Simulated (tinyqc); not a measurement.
Worked calculation: CCSD on RHF in the 6-31g basis, for He, spin multiplicity 1. Computed by tinyqc, a small Python program that keeps every step (integrals from PySCF). Settings: charge = 0, multiplicity = 1, basis = 6-31g, method = RHF, energy threshold = 1e-10, iteration cap = 82, orthogonalisation = canonical, start = atomic densities, DIIS depth = 6, amplitude equations = CCSD, DIIS depth for amplitudes = 0, cap on updates = 87. Command: `OMP_NUM_THREADS=1 python tinyqc.py 22609 22610 out.jsonl` (the two numbers bound the seeds that draw the settings). One thread of a shared host (Intel(R) Xeon(R) Processor @ 2.60GHz), about 0.2 s of CPU time with the checks. Later iterations appear only in the table of the cycle.

## One-electron integrals

Geometry (angstrom):
```
atom        x        y        z
He    0.00000  0.00000  0.00000
```

Basis 6-31g: exponents (1/bohr^2) and contraction coefficients of normalised primitives:
```
element  l (shell)  exponent  coefficient
He           s (1)  38.42163      0.04014
He           s (1)   5.77803      0.26125
He           s (1)   1.24177      0.79318
He           s (2)   0.29796      1.00000
```

Overlap, kinetic and nuclear-attraction integrals over the contracted functions; the nuclear repulsion is the sum of Za Zb / Rab.

nuclear repulsion = 0 hartree

overlap S:
```
         1He 1s   1He 2s
1He 1s  1.00000  0.63415
1He 2s  0.63415  1.00000
```

kinetic energy T (hartree):
```
         1He 1s   1He 2s
1He 1s  2.92565  0.46723
1He 2s  0.46723  0.44695
```

nuclear attraction V (hartree):
```
          1He 1s    1He 2s
1He 1s  -4.80528  -2.01364
1He 2s  -2.01364  -1.74214
```

core Hamiltonian H = T + V (hartree):
```
          1He 1s    1He 2s
1He 1s  -1.87963  -1.54641
1He 2s  -1.54641  -1.29519
```

## Two-electron integrals

Functions are numbered as in S; the eight-fold symmetry (ij|kl) = (ji|kl) = (kl|ij) leaves the list below.

Two-electron integrals (ij|kl) in chemists' order, unique and non-zero (hartree):
```
(11|11) 1.54394   (21|11) 0.78545   (21|21) 0.42703   (22|11) 0.80395
(22|21) 0.47619   (22|22) 0.61594
```

## Orthogonalisation

S = U s U^T; canonical form X = U s^(-1/2), so that X^T S X = 1. Each column of U has its largest component positive (the first on a tie).

eigenvalues of S: 0.36585  1.63415

X:
```
               1        2
1He 1s   1.16905  0.55315
1He 2s  -1.16905  0.55315
```

## Starting guess

The start is atomic minimal-basis densities projected into this basis (PySCF's MINAO start) and scaled to the electron count of each spin; this density is not idempotent, so its energy is not variational and may lie below the converged one.

D at the start:
```
         1He 1s   1He 2s
1He 1s  0.69489  0.60867
1He 2s  0.60867  0.53315
```

## Iteration 1: building the Fock matrix

J_ij = sum D_kl (ij|kl), K_ij = sum D_kl (ik|jl); F = H + J - 0.5 K; E = tr D H + tr D J / 2 - 0.25 tr D K + E_nn.

Coulomb J (hartree):
```
         1He 1s   1He 2s
1He 1s  2.45763  1.31951
1He 2s  1.31951  1.46672
```

exchange K (hartree):
```
         1He 1s   1He 2s
1He 1s  2.25668  1.54893
1He 2s  1.54893  1.20480
```

Fock matrix F (hartree):
```
          1He 1s    1He 2s
1He 1s  -0.55033  -1.00137
1He 2s  -1.00137  -0.43087
```

total energy of this density = -2.8551379 hartree

This density is the starting one; it is not idempotent, so its energy is not variational and may lie below the converged one.

## Iteration 1: diagonalisation and new density

Diagonalise F' = X^T F X, C = X C', fill 1 alpha and 1 beta electrons from the bottom; D = 2 C_occ C_occ^T. Each column has its largest component positive (the first on a tie).

F' = X^T F X (hartree):
```
          1         2
1   1.39610  -0.07725
2  -0.07725  -0.91299
```

orbital energies (hartree): MO1 -0.91558, MO2 1.39868

coefficients C:
```
            MO1       MO2
1He 1s  0.59188  -1.14992
1He 2s  0.51379   1.18687
```

D after iteration 1:
```
         1He 1s   1He 2s
1He 1s  0.70065  0.60821
1He 2s  0.60821  0.52796
```

## Iteration 4 (converged): orbitals

converged F (hartree):
```
          1He 1s    1He 2s
1He 1s  -0.54922  -1.00037
1He 2s  -1.00037  -0.42915
```

As before.

F' = X^T F X (hartree):
```
          1         2
1   1.39725  -0.07764
2  -0.07764  -0.91152
```

orbital energies (hartree): MO1 -0.91413, MO2 1.39986

coefficients C:
```
            MO1       MO2
1He 1s  0.59208  -1.14982
1He 2s  0.51359   1.18696
```

D after iteration 4:
```
         1He 1s   1He 2s
1He 1s  0.70112  0.60817
1He 2s  0.60817  0.52754
```

## Convergence

Stop when the energy changes by less than 1e-10 hartree and every element of the error matrix X^T (F D S - S D F) X is below 3e-06.

Course of the cycle:
```
iteration  E (hartree)     change  largest element of the error matrix
1           -2.8551379          -                             9.81e-03
2           -2.8551603  -2.24e-05                             7.42e-04
3           -2.8551604  -1.29e-07                             5.57e-08
4           -2.8551604  -8.88e-16                             2.56e-08
```

PySCF RHF in the same basis = -2.8551604 hartree

Converged in 4 iterations.

## Populations

Mulliken: Z minus the diagonal of D S on the atom; Loewdin: the same with S^(1/2) D S^(1/2).

Charges (e):
```
atom  Mulliken  Loewdin
1He          0        0
```

## Integrals over molecular orbitals

(pq|rs) = sum C_ip C_jq C_kr C_ls (ij|kl), one index at a time.

one-electron integrals over orbitals h = C^T H C (hartree):
```
          1         2
1  -1.94103   0.31649
2   0.31649  -0.08874
```

Two-electron integrals over orbitals (pq|rs), unique and non-zero (hartree):
```
(11|11) 1.02691    (21|11) -0.31649   (21|21) 0.22767    (22|11) 0.85813
(22|21) -0.25555   (22|22) 0.76636
```

## CCSD: starting amplitudes

t_ij^ab = <ij||ab> / (e_i + e_j - e_a - e_b), whose energy is MP2.

Starting amplitudes (spin orbitals 1a, 1b, ...; amplitudes related by a flip of all spins are not repeated):
```
from      to         t
1a 1b  2a 2b  -0.04919
```

correlation energy = -0.0112001 hartree

## CCSD: amplitude update 1

t_i^a D_i^a and t_ij^ab D_ij^ab are set to the remaining terms of the spin-orbital equations, evaluated with the old amplitudes; for the doubles these are <ij||ab> + 1/2 <ab||ef> t_ij^ef + 1/2 <mn||ij> t_mn^ab + P(ij)P(ab) <mb||ej> t_im^ae + terms in t^2 + terms with t1, D the orbital-energy denominators.

Amplitudes after update 1 (spin orbitals 1a, 1b, ...; amplitudes related by a flip of all spins are not repeated):
```
from      to         t
1a 1b  2a 2b  -0.06166
1a        2a   0.00130
```

correlation energy = -0.0140378 hartree

## CCSD: convergence

E_corr = 1/4 sum <ij||ab> t_ij^ab + 1/2 sum <ij||ab> t_i^a t_j^b; stop when the norm of the change is below 1e-8.

Course of the amplitude iterations:
```
update  correlation energy (hartree)  norm of the change
0                         -0.0112001                   -
1                         -0.0140378            2.50e-02
2                         -0.0147562            6.36e-03
3                         -0.0149390            1.63e-03
4                         -0.0149856            4.17e-04
5                         -0.0149976            1.07e-04
6                         -0.0150007            2.75e-05
7                         -0.0150014            7.07e-06
8                         -0.0150016            1.82e-06
9                         -0.0150017            4.68e-07
10                        -0.0150017            1.20e-07
11                        -0.0150017            3.10e-08
12                        -0.0150017            7.98e-09
```

Converged amplitudes (spin orbitals 1a, 1b, ...; amplitudes related by a flip of all spins are not repeated):
```
from      to         t
1a 1b  2a 2b  -0.06590
1a        2a   0.00208
```

CCSD total energy = -2.8701621 hartree

T1 diagnostic, norm of the one-spin t1 over sqrt(correlated electrons) = 0.00147

Converged in 12 updates.
